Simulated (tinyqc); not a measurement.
## Single-junction solar cell, detailed-balance limit: effect of the external radiative efficiency

Every photon above the gap Eg makes one pair and none below is absorbed; carriers thermalise at T and move without loss. Jsc = q fs X Phi(Eg, Ts); the dark current is J0 = q ge Phi(Eg, T)/ERE with the Boltzmann factor exp(V/Vt). The efficiency is the electrical power over fs X sigma Ts^4.

Photon flux above E from a black body at temperature T into a hemisphere: Phi(E, T) = A sum_k exp(-k E/th)[E^2 th/k + 2 E th^2/k^2 + 2 th^3/k^3], k = 1, 2, ..., with th = kB T/q in eV and A = 2 pi q^3/(h^3 c^2). J(V) = Jsc - J0 (exp(V/Vt) - 1); Voc = Vt ln(1 + Jsc/J0); at maximum power v = Vmp/Vt solves (1 + v) exp(v) = 1 + Jsc/J0. Pin = fs X sigma Ts^4, sigma = 2 pi^5 kB^4/(15 h^3 c^2). FF = Vmp Jmp/(Voc Jsc).

Inputs (values chosen for the exercise):
```
symbol    value  unit                                    meaning
T           300     K                           cell temperature
Ts         5760     K          temperature of the black-body sun
fs      2.16e-5        share of the hemisphere filled by the sun
X             1                                    concentration
ge            1                        number of faces that emit
Eg         1.13    eV                                   band gap
```

Constants: q = 1.602176634e-19 C, kB = 1.380649e-23 J/K, h = 6.62607015e-34 J s, c = 299792458 m/s, Vt = kB T/q. Results are converted to the units shown.

The same in every row: Jsc (mA/cm^2) = 52.25.

Effect of the external radiative efficiency:
```
ERE     Voc (V)  Eg/q - Voc (V)      FF  efficiency (%)
1e-6     0.5335          0.5965  0.8122           16.79
1e-5     0.5931          0.5369  0.8260           18.98
0.0001   0.6526          0.4774  0.8377           21.19
0.001    0.7121          0.4179  0.8478           23.40
0.01     0.7716          0.3584  0.8566           25.62
0.1      0.8312          0.2988  0.8644           27.84
1        0.8907          0.2393  0.8713           30.07
```

As ERE goes from 1e-6 to 1, Jsc stays at 52.2 mA/cm^2, Voc rises from 0.534 to 0.891 V and the efficiency rises from 16.8 to 30.1 %. Each decade of ERE is worth 59.5 mV (Vt ln 10).

tinyqc, about 0.01 s, one thread, Intel Xeon 2.30GHz (shared host): `OMP_NUM_THREADS=1 python tinyqc.py 2820125 2820126 out.jsonl`
